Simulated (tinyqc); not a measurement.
The internal displacement: deformation potentials from a strained empirical pseudopotential.

Diamond lattice, no spin-orbit coupling. Atomic form factor V(q) = a1 (q^2 - a2)/(a3 exp(a4 q^2) - 1) in rydberg with q in 1/bohr, for the unstrained cell. Under a strain e the reciprocal vectors and k go over into (1 + e)^(-1) G, the atoms sit at +/- tau with tau = (1 + e) a (1,1,1)/8 - zeta a (eyz, ezx, exy)/4, and H(G,G') = c |k + G|^2 delta + (V(q)/det(1 + e)) cos(q.tau), q = G - G', with the term q = 0 left out; c = hbar^2/2m0. The basis is fixed before straining: all G with |k + G|^2 up to 16 (2 pi/a)^2. k is given in units of 2 pi/a of the unstrained cell.

Constants: hbar^2/2m0 = 3.80998211 eV angstrom^2; Ry = 13.60569312 eV; a0 (Bohr radius) = 0.5291772105 angstrom.

Parameters, chosen for this exercise (out of a larger set: a germanium-sized cell with gaps well above those of Ge; not measured data):
- a = 5.659 angstrom (lattice constant)
- A = (0.397, 2.442, 2.052, 0.459) (a1 (Ry bohr^2), a2 (1/bohr^2), a3, a4 (bohr^2))
- h = 0.004 (size of the test strain)

Xu of L (level 5, the lowest empty one) and d from exy = eyz = ezx = h for several zeta: Xu = [E(L [111]) - E(L [1-1-1])]/((8/3) h), d = (single valence level - pair)/(3 sqrt(3) h). zeta = 0 strains the bonds with the lattice; zeta = 1 keeps all four bond lengths equal to first order.

Results:

| zeta | Xu (L) (eV) | d (eV) |
|---|---|---|
| 0.00 | 8.67 | 1.87 |
| 0.25 | 9.91 | -0.53 |
| 0.60 | 11.65 | -3.89 |
| 0.75 | 12.41 | -5.32 |
| 1.00 | 13.68 | -7.72 |

Give the missing row, zeta = 0.50.

Computed row:
```
zeta  Xu (L) (eV)  d (eV)
0.50        11.15   -2.93
```

From zeta = 0 to 1, d goes from 1.87 to -7.72 eV and Xu (L) from 8.67 to 13.68 eV, both nearly linearly: the displacement is an optical-phonon mode, and d = d(0) - zeta d0/4 gives its deformation potential d0 = 38 eV. Leaving the relaxation out (zeta = 0 for 0.5) moves d by +4.80 eV, which reverses its sign, and Xu (L) by -2.48 eV. Tetragonal strain has no such freedom.

Computed by tinyqc, a small Python program: `OMP_NUM_THREADS=1 python tinyqc.py 1880887 1880888 out.jsonl` (the numbers bound the seed that draws the inputs); one thread of a shared host (Intel(R) Xeon(R) Processor @ 2.30GHz), about 0.2 s for the whole set of steps.
